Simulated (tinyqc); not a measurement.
# Input admittance of a MOSFET at zero drain bias: distributed channel and distributed gate: what changes with what

Source and drain grounded, strong inversion, w = 2 pi f, Cox = eps0 eox/tox. The channel is an RC line of resistance 1/(mu Cox Vo) per square fed from both ends, so one finger has the intrinsic admittance y = i w Cox L tanh(g)/g per width, g = (1/2) sqrt(i w tau), tau = L^2/(mu Vo). The vertical resistance rv/L is in series with y, the overlaps 2 i w Cov in parallel: y_t = 1/(1/y + rv/L) + 2 i w Cov. The gate strip is a line of Rsh/L per length loaded by y_t, so a finger has Y = y_t Wf tanh(k)/k, k = (Wf/sd) sqrt(y_t Rsh/L); the device has Nf Y.

Parameters, values chosen for the exercise; values of the order met in silicon radio-frequency transistors:
- eox = 3.9 (relative permittivity of the gate insulator (close to silicon dioxide))
- tox = 2.6 nm (insulator thickness)
- L = 1.3 um (channel length)
- Wf = 3.9 um (finger width)
- Nf = 16 (number of fingers)
- mu = 140 cm^2/(V s) (channel mobility)
- Vo = 0.51 V (gate overdrive)
- Rsh = 25 ohm/square (sheet resistance of the gate)
- rv = 2.2 ohm um^2 (vertical resistivity of the gate stack)
- sd = 1 (number of ends at which a finger is contacted)
- Cov = 0.27 fF/um (overlap and fringe capacitance on each side)
- f = 4.5 GHz (frequency)

Constants: eps0 = 8.8541878128e-14 F/cm where lengths are in cm. Results are converted to the units shown.

Each table varies one quantity; the others keep the values above.

## Input impedance against frequency

Low-frequency limits, with c = Cox L and ct = c + 2 Cov: R_strip = Rsh Wf/(3 sd^2 L Nf), R_ch = (c/ct)^2 L/(12 mu Cox Vo Wf Nf), R_vert = (c/ct)^2 rv/(L Wf Nf), C = ct Wf Nf. Z = 1/(Nf Y) = R + 1/(i w C), Q = |Im Z|/R, far-point signal |1/cosh k|.

The same in every row: low-frequency R (ohm) = 18.80.

Input impedance against frequency:
```
f (GHz)    w tau      |k|  R (ohm)  C (fF)       Q  signal at the far point
0.04     0.05949  0.03618    18.80    1111   190.5                    1.000
0.1       0.1487  0.05720    18.80    1111   76.19                    1.000
0.3       0.4462  0.09903    18.80    1111   25.41                   0.9998
0.9        1.338   0.1709    18.79    1108   8.496                   0.9984
2          2.974   0.2507    18.73    1096   3.877                   0.9925
7          10.41   0.4035    17.95   960.0   1.320                   0.9541
20         29.74   0.5041    14.22   592.7  0.9443                   0.9164
50         74.36   0.6343    9.042   356.1  0.9886                   0.8774
100        148.7   0.7705    6.418   255.0  0.9725                   0.8292
```

R falls from 18.8 to 6.42 ohm and C falls from 1110 to 255 fF. Q goes as f^(-1.00) between the first two rows and f^(-0.02) between the last two, where w tau = 149 and |k| = 0.770. The low-frequency limits hold both R and C within 5 % up to f = 2 GHz among the rows.

## Effect of the channel length

Same model as above.

Effect of the channel length:
```
L (um)     w tau     |k|  R (ohm)  low-frequency R (ohm)  C (fF)       Q  signal at the far point
0.03    0.003564  0.5799    67.95                  68.00   58.41   8.911                   0.9906
0.058    0.01332  0.4928    35.50                  35.51   81.66   12.20                   0.9950
0.11     0.04792  0.4422    19.46                  19.46   124.8   14.57                   0.9965
0.22      0.1917  0.4113    11.55                  11.55   215.9   14.18                   0.9964
0.42      0.6985  0.3953    9.818                  9.823   381.2   9.450                   0.9938
0.8        2.534  0.3816    12.74                  12.78   689.1   4.028                   0.9843
1.6        10.14  0.3244    21.75                  22.72    1186   1.372                   0.9703
3          35.64  0.2233    29.43                  41.82    1225  0.9812                   0.9826
```

Read the table: what changes, and by how much?

As L goes from 0.03 to 3, R goes from 67.9 through a minimum of 9.82 (at L = 0.42 among the rows listed) to 29.4 ohm, C rises from 58.4 to 1220 fF and Q goes from 8.91 through a maximum of 14.6 (at L = 0.11 among the rows listed) to 0.981. R_strip falls as 1/L while R_ch grows with L, which gives the minimum of R.

Program tinyqc, `OMP_NUM_THREADS=1 python tinyqc.py 2262186 2262187 out.jsonl`; Intel Xeon 2.30GHz, shared host, one thread, about 0.01 s.
